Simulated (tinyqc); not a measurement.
Single-band model of a thermoelectric material: one step, computed by the program tinyqc.

One spherical band, one scattering law, no minority carriers and no phonon drag. In a real material minority carriers limit |S| to about E_g/(2 e T), so larger values are formal. eta = E_F/(k_B T) is counted from the band edge; f = 1/(1 + exp(x - eta)).

Task: Fermi level. With x = E/(k_B T), a = alpha k_B T (0 for a parabolic band), G = x (1 + a x), D = 1 + 2 a x and <y> = int y f (1 - f) dx, f = 1/(1 + exp(x - eta)): tau = tau_0 G^r/D; transport function s = G^(3/2 + r)/D^2; n = N_0 <G^(3/2)> with N_0 = (2 m k_B T)^(3/2)/(3 pi^2 hbar^3). Integrals over x = E/(k_B T) use 160 Gauss-Legendre points in u = sqrt(x) from 0 to sqrt(max(eta, 0) + 32). Solve for eta.

Inputs (values chosen for the exercise, for a model material): density-of-states mass m = 0.23 m_0; carrier density n = 5.4e+18 1/cm^3; temperature T = 770 K.

Band: parabolic. Scattering: acoustic phonons, r = -0.5.

Constants: m_0 = 9.1093837015e-31 kg; k_B = 1.380649e-23 J/K; hbar = 1.054571817e-34 J s; k_B = 8.617333262e-05 eV/K.

Give: N_0; reduced Fermi level eta.

Result:

N_0 = 8.562e+18 1/cm^3

reduced Fermi level eta = -0.5790
